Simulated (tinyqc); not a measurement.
Scattering rates of a carrier in a spherical band by Fermi's golden rule: one step, computed by the program tinyqc.

All processes here are isotropic or elastic, and the rate listed is the momentum relaxation rate.

Problem. The band at energy E. Kane band: hbar^2 k^2/(2 m) = E (1 + alpha E), speed v = hbar k/(m (1 + 2 alpha E)), states per spin, volume and energy g(E) = m k (1 + 2 alpha E)/(2 pi^2 hbar^2); overlap factors are set to 1. Masses are multiplied by m_0 and all formulas are in SI units.

Inputs (values chosen for the exercise, modelled on electrons in silicon): density-of-states mass of one valley m = 0.314 m_0; non-parabolicity alpha = 0.47 1/eV; carrier energy E = 120 meV.

Crystal: non-polar. Band: Kane. Impurity formula: Brooks-Herring. Further scattering: neutral impurities.

Constants: m_0 = 9.1093837015e-31 kg; e = 1.602176634e-19 C; hbar = 1.054571817e-34 J s.

Give: wave number k; speed v; g(E).

Solution.

wave number k = 1.022 1/nm

speed v = 3.386e+05 m/s

g(E) = 2.375e+20 1/(eV cm^3)

Non-parabolicity raises g(E) by a factor 1.144 and changes the speed by a factor 0.924 against a parabolic band at the same E.
